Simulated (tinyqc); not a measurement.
Interband optics of a two-band s-p chain from momentum matrix elements: one step. Transitions on the mesh. Three cases, with inputs chosen for the exercise.

Question. At each k_j = (j + 1/2)/N (2 pi/a) up to the zone edge give D = Ec - Ev, w = |<c|W|v>|^2 and f = w/(c D), c = hbar^2/2m0; the other half of the zone repeats the values.

H(k) = [[Es - 2 ts cos ka, 2i V sin ka], [-2i V sin ka, Ep_ + 2 tp cos ka]] in the basis s, p; the lower band is full, with two electrons a cell. The velocity operator times hbar is W = dH/dk (eV angstrom); intra-atomic dipoles are left out.

Constants: hbar^2/2m0 = 3.80998211 eV angstrom^2.

Case 1.

Values chosen:
- a = 2.61 angstrom (period)
- Es = 2.87 eV (upper orbital (s))
- Ep_ = -3.75 eV (lower orbital (p))
- ts = 0.7 eV (s-s hopping)
- tp = 0.26 eV (p-p hopping)
- V = 1.34 eV (s-p hopping)
- N = 12 (k points)

Case 2.

Values chosen:
- a = 2.5 angstrom (period)
- Es = 2.18 eV (upper orbital (s))
- Ep_ = -3.18 eV (lower orbital (p))
- ts = 0.45 eV (s-s hopping)
- tp = 0.58 eV (p-p hopping)
- V = 0.6 eV (s-p hopping)
- N = 6 (k points)

Case 3.

Values chosen:
- a = 2.22 angstrom (period)
- Es = 2.81 eV (upper orbital (s))
- Ep_ = -2.76 eV (lower orbital (p))
- ts = 0.61 eV (s-s hopping)
- tp = 0.57 eV (p-p hopping)
- V = 0.62 eV (s-p hopping)
- N = 8 (k points)

Give: Transitions.

Answer.

Case 1.

Transitions:
```
k (2 pi/a)  D (eV)  w (eV^2 angstrom^2)      f
0.0417      4.9632               39.764  2.103
0.1250      6.4852                8.869  0.359
0.2083      8.0185                0.032  0.001
0.2917      8.8009                8.339  0.249
0.3750      8.8322               27.330  0.812
0.4583      8.5874               45.866  1.402
```

D runs from 4.963 to 8.832 eV on the mesh; f is largest at k = 0.0417.

Case 2.

Transitions:
```
k (2 pi/a)  D (eV)  w (eV^2 angstrom^2)      f
0.0833      3.7720                4.217  0.293
0.2500      5.8728                1.107  0.049
0.4167      7.2441                7.703  0.279
```

D runs from 3.772 to 7.244 eV on the mesh; f is largest at k = 0.0833.

Case 3.

Transitions:
```
k (2 pi/a)  D (eV)  w (eV^2 angstrom^2)      f
0.0625      3.5200                4.747  0.354
0.1875      5.1990                0.015  0.001
0.3125      6.8667                3.242  0.124
0.4375      7.8082                7.003  0.235
```

D runs from 3.520 to 7.808 eV on the mesh; f is largest at k = 0.0625.

Computed by tinyqc, one run a case: `OMP_NUM_THREADS=1 python tinyqc.py N N+1 out.jsonl` with N = 1650389, 1650674, 1650715; one thread of a shared Intel(R) Xeon(R) Processor @ 2.30GHz, about 0.01 s a run at most.
